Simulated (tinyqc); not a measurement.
Inversion-layer mobility, back-scattering and ballistic limit of a field-effect transistor. Changing the gate overdrive V_G - V_T. Computed by tinyqc, a small Python program. Command: `OMP_NUM_THREADS=1 python tinyqc.py 3015879 3015880 out.jsonl mos sweep`. One thread of a shared host (Intel(R) Xeon(R) Processor @ 2.30GHz), about 0.02 s of CPU time with the checks.

The charge at the top of the source barrier is fixed by the gate; series resistance and short-channel effects are left out. F_j are Fermi integrals normalised to exp(eta) in the classical limit.

Inputs (values chosen for the exercise, modelled on a 4H-SiC n-channel):
```
quantity,value,unit
transport mass m,0.31,m_0
valley degeneracy g_v,3,-
weight w of the inversion charge,0.5,-
permittivity eps,9.7,-
"phonon mobility at 1 MV/cm and 300 K, mu_ph",82,cm^2/(V s)
"roughness mobility at 1 MV/cm, mu_sr",65,cm^2/(V s)
"Coulomb mobility at N_inv = 1e12/cm^2, mu_C",38,cm^2/(V s)
electrical oxide thickness t_inv,3.3,nm
depletion charge N_dep,2.1e+12,1/cm^2
drain voltage V_D,0.56,V
channel length L,41,nm
exponent a of the critical length,0.83,-
temperature T,300,K
```

Statistics at the top of the barrier: Fermi-Dirac.

Constants: eps_0 = 8.8541878128e-12 F/m; e = 1.602176634e-19 C; m_0 = 9.1093837015e-31 kg; k_B = 1.380649e-23 J/K; hbar = 1.054571817e-34 J s; k_B = 8.617333262e-05 eV/K.

Method:
- N_inv = 3.9 eps_0 (V_G - V_T)/(e t_inv); effective field E_eff = e (N_dep + w N_inv)/(eps eps_0).
- mu_phonon = mu_ph (E_eff/1 MV/cm)^(-0.3) (T/300 K)^(-1.75); mu_rough = mu_sr (E_eff/1 MV/cm)^(-2); mu_Coulomb = mu_C (N_inv/1e12 cm^-2) (T/300 K); Matthiessen's rule adds 1/mu.
- F_j(eta) = (1/Gamma(j + 1)) int_0^infinity x^j/(1 + exp(x - eta)) dx, F_0 = ln(1 + exp(eta)). Integrals over x = E/(k_B T) use 160 Gauss-Legendre points in u = sqrt(x) from 0 to sqrt(max(eta, 0) + 32).
- Ballistic channel: N_2D = g_v m k_B T/(pi hbar^2), U = e V_D/(k_B T); eta_F solves N_inv = (N_2D/2)[F_0(eta_F) + F_0(eta_F - U)]; v_T = sqrt(2 k_B T/(pi m)); I/W = e (N_2D/2) v_T [F_1/2(eta_F) - F_1/2(eta_F - U)]; injection velocity v_T F_1/2(eta_F)/F_0(eta_F).
- Mean free path lambda = (2 k_B T/e)(mu/v_T) F_0(eta_0)/F_-1/2(eta_0), with eta_0 from N_inv = N_2D F_0(eta_0); critical length l = L (1 + U)^(-a), an empirical rule; back-scattering r = l/(l + lambda). Then eta solves N_inv = (N_2D/2)[(1 + r) F_0(eta) + (1 - r) F_0(eta - U)] and I/W = e (N_2D/2) v_T (1 - r)[F_1/2(eta) - F_1/2(eta - U)].
- Ballistic ratio: I over the ballistic current. Apparent mobility 1/(1/mu + 1/mu_B), mu_B = mu L/lambda.

One run for each value:
```
gate overdrive V_G - V_T (V),current I/W (microampere/micrometre),ballistic current I/W (microampere/micrometre),effective mobility mu (cm^2/(V s)),injection velocity (1e7 cm/s),ballistic ratio
0.10,14.6,103,18.85,0.985,0.1413
0.24,55.5,254,31.88,1.011,0.2188
0.38,101.2,413,36.82,1.037,0.2454
0.51,142.5,567,37.79,1.062,0.2513
0.65,183.7,741,36.90,1.089,0.2480
0.79,221.1,923,35.05,1.116,0.2396
0.92,252.3,1099,32.95,1.142,0.2295
1.10,290.3,1355,29.92,1.177,0.2143
1.20,309.0,1503,28.27,1.197,0.2056
```

Over the rows, current I/W (microampere/micrometre) rises from 14.6 to 309 (exponent d ln y / d ln x 1.5 between the first rows and 0.72 between the last); ballistic current I/W (microampere/micrometre) rises from 103 to 1500 (exponent d ln y / d ln x 1.0 between the first rows and 1.2 between the last); effective mobility mu (cm^2/(V s)) goes from 18.8 through a maximum among these rows, 37.8 at 0.510, to 28.3.

Caution (rows 0.100, 0.240, 0.380, 0.510): the current exceeds the long-channel drift law, so the empirical rule for l, meant for short channels, is too generous here.

Extremes, crossings and ranges named in words are read from the listed rows.
